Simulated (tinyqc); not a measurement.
# Changing the temperature T

Model: regular and subregular solution with a miscibility gap. Computed by tinyqc, a small Python program. Command: `OMP_NUM_THREADS=1 python tinyqc.py 3000253 3000254 out.jsonl regsol sweep`. One thread of a shared host (Intel(R) Xeon(R) Processor @ 2.30GHz), about 0.02 s of CPU time with the checks.

Per mole of mixing sites: G(x) = x (1 - x) [L0 + L1 (1 - 2x)] + R T [x ln x + (1 - x) ln(1 - x)], x the fraction of B.

Inputs (values chosen for the exercise, for a model alloy):

| quantity | value | unit |
|---|---|---|
| interaction L0 | 30.5 | kJ/mol |
| size misfit eta = d ln a/dx | 0.012 | - |
| asymmetry L1 | 1.4 | kJ/mol |
| overall fraction x0 | 0.49 | - |
| start value s0 | 0.01 | - |

Source of L0: given.

Constants: R = 8.314462618 J/(mol K).

Method:
- L0 and eta are given.
- The spinodal is G'' = 0, R T_s(x) = x (1 - x) [2 L0 + 6 L1 (1 - 2x)]; the critical point is its maximum.
- G' = L0 (1 - 2x) + L1 (1 - 6x + 6x^2) + R T ln[x/(1 - x)]; G'' = -2 L0 - 6 L1 (1 - 2x) + R T/[x (1 - x)].
- Solve G'' = 0 on each side of x_c.
- Common tangent: F1 = G'(x1) - G'(x2) = 0 and F2 = [G - x G'](x1) - [G - x G'](x2) = 0. Newton step: J = [[G''(x1), -G''(x2)], [-x1 G''(x1), x2 G''(x2)]], J dx = -F; a step that would leave 0 < x < 1 is halved until it stays inside. The start is x1 = s0, x2 = 1 - s0.
- Stop when the step is below 1e-12, or when x1 and x2 meet within 1e-5; residuals under 1e-7 are shown as 0.
- Inside the gap the B-rich phase has the fraction f = (x0 - x1)/(x2 - x1), and the gain is (1 - f) G(x1) + f G(x2) - G(x0); outside it one phase remains.

One run for each value:

| temperature T (K) | solubility limit x1 | spinodal x_s1 | spinodal x_s2 | solubility limit x2 | free energy of decomposition (J/mol) |
|---|---|---|---|---|---|
| 496 | 0.000440 | 0.06453 | 0.91669 | 0.99913 | -4773.9 |
| 606 | 0.001819 | 0.08053 | 0.89658 | 0.99680 | -4149.9 |
| 716 | 0.004948 | 0.09732 | 0.87569 | 0.99195 | -3541.1 |
| 826 | 0.010519 | 0.11502 | 0.85391 | 0.98382 | -2956.6 |
| 937 | 0.019227 | 0.13397 | 0.83088 | 0.97166 | -2400.4 |
| 1050 | 0.031881 | 0.15458 | 0.80611 | 0.95461 | -1877.7 |
| 1160 | 0.048515 | 0.17622 | 0.78045 | 0.93285 | -1418.5 |
| 1270 | 0.070211 | 0.19981 | 0.75286 | 0.90522 | -1014.8 |
| 1380 | 0.098116 | 0.22595 | 0.72273 | 0.87058 | -672.2 |

Over the rows, solubility limit x1 rises from 4.40e-4 to 0.0981 (exponent d ln y / d ln x 7.1 between the first rows and 4.0 between the last); spinodal x_s1 rises from 0.0645 to 0.226 (exponent d ln y / d ln x 1.1 between the first rows and 1.5 between the last); spinodal x_s2 falls from 0.917 to 0.723 (exponent d ln y / d ln x -0.11 between the first rows and -0.49 between the last). An Arrhenius slope -R d ln x1/d(1/T) gives 32.2 kJ/mol between the first rows and 44.3 between the last; in the dilute limit it tends to L0 + L1.
